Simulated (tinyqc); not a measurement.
From results back to parameters: metal-induced gap states at the contact of a metal chain and a two-band chain. Three cases, with inputs chosen for the exercise.

Problem. With gap states the barrier for electrons is phi = S (W - chi - p) + p, W being the work function of the metal, S the pinning factor and p the depth of the neutrality level below the conduction edge. The barriers for two metals come from hidden S and p, those of the chain and not of a measured contact.

Find: S, p (eV).

Method. The slope of the barrier against W is S; then p = (phi1 - S (W1 - chi))/(1 - S).

Case 1.

Values chosen (out of a larger set: gap and optical dielectric constant near those of Si; the chain itself is a model; not measured data):
- W1 = 4.3 eV (work function of metal 1)
- W2 = 5.48 eV (of metal 2)
- chi = 4.04 eV (electron affinity)

barriers (eV): metal 1 0.51947, metal 2 0.71181

Solution.

S, p (eV): 0.163  0.570

Case 2.

Values chosen (out of a larger set: gap and optical dielectric constant near those of GaAs; the chain itself is a model; not measured data):
- W1 = 4 eV (work function of metal 1)
- W2 = 5.49 eV (of metal 2)
- chi = 4.18 eV (electron affinity)

barriers (eV): metal 1 0.55700, metal 2 1.04870

Solution.

S, p (eV): 0.330  0.920

Case 3.

Values chosen (out of a larger set: gap and optical dielectric constant near those of GaN; the chain itself is a model; not measured data):
- W1 = 4.26 eV (work function of metal 1)
- W2 = 5.55 eV (of metal 2)
- chi = 4.03 eV (electron affinity)

barriers (eV): metal 1 1.16160, metal 2 1.74468

Solution.

S, p (eV): 0.452  1.930

Computed by tinyqc, one run a case: `OMP_NUM_THREADS=1 python tinyqc.py N N+1 out.jsonl` with N = 1482541, 1482586, 1482593; one thread of a shared Intel(R) Xeon(R) Processor @ 2.30GHz, about 0.01 s a run at most.
